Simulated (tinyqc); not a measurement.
Single-electron transistor, orthodox theory and master equation: one step of the calculation.

A metal island with n extra electrons joins the left lead (voltage V) and the right lead (0 V) by tunnel junctions and couples to a gate. Cs = CL + CR + Cg. Adding electron n + 1 costs mu(n) = [q (n + 1/2) - CL V - Cg Vg]/Cs (in volts); the Fermi levels are -V (left) and 0 (right). A jump that gains the energy W has the rate G(W) = (W/q)/(R [1 - exp(-W/Vt)]), W in volts, Vt = kB T/q. Sequential tunnelling only; I > 0 flows from left to right.

Question. Probabilities and current. Steady state: p(n + 1)/p(n) = (sum of on rates)/(sum of off rates), normalised. I = q sum_n [p(n + 1) (off to left) - p(n) (on from left)].

Inputs (values chosen for the exercise):
```
symbol,value,unit,meaning
n0,-1,,lowest charge state kept
n1,1,,highest charge state kept
```

Constants: q = 1.602176634e-19 C. Results are converted to the units shown.

| n to n + 1, n | on from left (1/ns) | on from right (1/ns) | off to left (1/ns) | off to right (1/ns) |
|---|---|---|---|---|
| -1 | 334.16204 | 203.62647 | 0.41861168 | 1.2925545e-4 |
| 0 | 0.21130150 | 15.066499 | 373.68145 | 13.501180 |

Wanted: p(n); I; mean n.

Answer.

p(n), n -1 to 1: [7.4852e-4, 0.96132, 0.037933]
I = 2.2629 nA
mean n = 0.037184

Two plain resistors in series would pass 13.5 nA; this is 16.8 % of that. 2 charge states hold more than 1 % each.

Range of the model: Cotunnelling, which dominates deep in the blockade, is left out.

Numbers from tinyqc (`OMP_NUM_THREADS=1 python tinyqc.py 2780025 2780026 out.jsonl`; about 0.01 s on one thread of a shared Intel Xeon 2.30GHz).
